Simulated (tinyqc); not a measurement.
Strain-driven crossing of the Gamma and L valleys in a germanium-like crystal alloyed with tin: sweeps and comparisons. A value that a table varies takes the place of the one given here.

Biaxial loads: e0 is the in-plane strain e_par and the normal is free. (001): e_perp = -2 (C12/C11) e_par; exx = eyy = e_par, ezz = e_perp, no shear. (111): e_perp = -(2 C11 + 4 C12 - 4 C44)/(C11 + 2 C12 + 4 C44) e_par; exx = eyy = ezz = (2 e_par + e_perp)/3 and exy = eyz = ezx = (e_perp - e_par)/3. (110): e_perp = -(C11 + 3 C12 - 2 C44)/(C11 + C12 + 2 C44) e_par; exx = eyy = (e_par + e_perp)/2, ezz = e_par, exy = (e_perp - e_par)/2, eyz = ezx = 0. Uniaxial loads: a stress along n, scaled so that n.e.n = e0, with exx = s11 sxx + s12 (syy + szz), exy = s44 sxy/2, s11 = (C11 + C12)/((C11 - C12)(C11 + 2 C12)), s12 = -C12/((C11 - C12)(C11 + 2 C12)), s44 = 1/C44.

Edges from the unstrained valence top: Gamma at Eg + ac tr(e); an L valley with unit axis u at EgL + aL tr(e) + XuL (u.e.u - tr(e)/3), u along [111], [1-1-1], [-11-1], [-1-11]; valence edges are the levels of the 6 x 6 matrix of X, Y, Z times spin with -Dso/3 + l exx + m (eyy + ezz) on the diagonal (cyclic), n exy off it, l = av + 2 b, m = av - b, n = sqrt(3) d. Spin-orbit term (Dso/3) L.sigma on X, Y, Z with (L_k)_ij = -i epsilon_kij: <X+|H|Y+> = -i Dso/3, <X+|H|Z-> = Dso/3, <Y+|H|Z-> = -i Dso/3, <Z+|H|X-> = -Dso/3, <Z+|H|Y-> = i Dso/3, <X-|H|Y-> = i Dso/3, and their conjugates; + and - are the spin along z.

With tin the unstrained gaps become E(y) = (1 - y) E + y EgS - CS y (1 - y); all other values are kept.
Constants: kB = 8.617333262e-05 eV/K.

Values chosen for the exercise (near those of Ge, gaps at low temperature; the results hold for these values, not for the real material): Eg = 0.892 eV (gap at Gamma to the s-like level); EgL = 0.748 eV (gap to L); Dso = 0.288 eV (spin-orbit splitting); ac = -8.25 eV (conduction deformation potential); av = 1.24 eV (valence hydrostatic potential); b = -2.52 eV (tetragonal shear potential); d = -5.36 eV (trigonal shear potential); aL = -1.71 eV (hydrostatic potential of the L edge, Xd + Xu/3); XuL = 17.01 eV (uniaxial potential, L); y = 0.072 (tin fraction); EgS = (-0.367, 0.055) eV (Gamma and L gaps of the tin end); CS = (2.12, 0.71) eV (bowing of the Gamma and L gaps); C11 = 129.6 GPa; C12 = 47.9 GPa; C44 = 66.1 GPa; load = biaxial (111) (kind of strain); mG = 0.0423 m0 (mass at Gamma); mL = 0.587 m0 (density-of-states mass of the four L valleys together); T = 300 K (temperature); e0 = 0.0129 (size of the strain).

## Sweep of a biaxial (111) strain

The valence splitting is the distance of the top two edges. Share in Gamma = mG^(3/2)/(mG^(3/2) + (mL^(3/2)/4) sum_i exp(-(E_Li - E_Gamma)/kT)).

Results:

| e0 (%) | direct gap (eV) | indirect gap (eV) | Gamma - L (meV) | valence splitting (meV) | share in Gamma (%) |
|---|---|---|---|---|---|
| -0.72 | 0.740 | 0.617 | 123 | 54 | 0.0222 |
| -0.27 | 0.690 | 0.638 | 52 | 22 | 0.335 |
| 0.17 | 0.626 | 0.608 | 18 | 15 | 2.17 |
| 0.62 | 0.534 | 0.493 | 40 | 57 | 1.56 |
| 1.06 | 0.440 | 0.377 | 63 | 102 | 0.679 |
| 1.51 | 0.341 | 0.255 | 86 | 151 | 0.282 |
| 1.95 | 0.242 | 0.135 | 108 | 201 | 0.119 |
| 2.40 | 0.140 | 0.010 | 131 | 253 | 0.0495 |

The gap stays indirect over the sweep. This load splits the L valleys, and the lowest set changes where e0 changes sign, which bends the column Gamma - L. The direct gap goes from 0.740 to 0.140 eV; of that change -0.120 eV comes from the rise of the valence top through the shear terms and the rest from the volume. The share in Gamma goes from 0.0222 to 0.0495 %, with a peak of 2.17 % at e0 = 0.17 % among these rows. Gaps near or below zero lie outside this linear model.

## What each parameter does

Direct gap, Gamma minus the lowest L edge and the valence splitting. Each row changes one parameter from the base and keeps the others.

Results:

| case | direct gap (eV) | Gamma - L (meV) | valence splitting (meV) |
|---|---|---|---|
| base | 0.3895 | 74.4 | 127.1 |
| C12 = 55.085 GPa | 0.3923 | 85.0 | 131.8 |
| b = -2.142 eV | 0.3895 | 74.4 | 127.1 |
| e0 = 0.01096 | 0.4318 | 64.5 | 106.3 |
| Dso = 0.2448 eV | 0.3873 | 74.4 | 129.3 |
| ac = -7.0125 eV | 0.4153 | 100.2 | 127.1 |
| C44 = 56.185 GPa | 0.3968 | 102.4 | 139.5 |
| d = -6.164 eV | 0.3765 | 74.4 | 148.3 |

The largest shifts from the base row, up to three for each result and ties (the steps differ in size, so this ranks the rows, not the parameters). direct gap (eV): e0 +0.0424, ac +0.0259, d -0.0129; unchanged at the printed digits by b. Gamma - L (meV): C44 +28.1, ac +25.9, C12 +10.6; unchanged at the printed digits by b, Dso and d. valence splitting (meV): d +21.2, e0 -20.8, C44 +12.4; unchanged at the printed digits by b and ac.

Run: tinyqc, `OMP_NUM_THREADS=1 python tinyqc.py 1080520 1080521 out.jsonl`; Intel(R) Xeon(R) Processor @ 2.30GHz, one thread, shared host; about 0.01 s of CPU time with all checks.
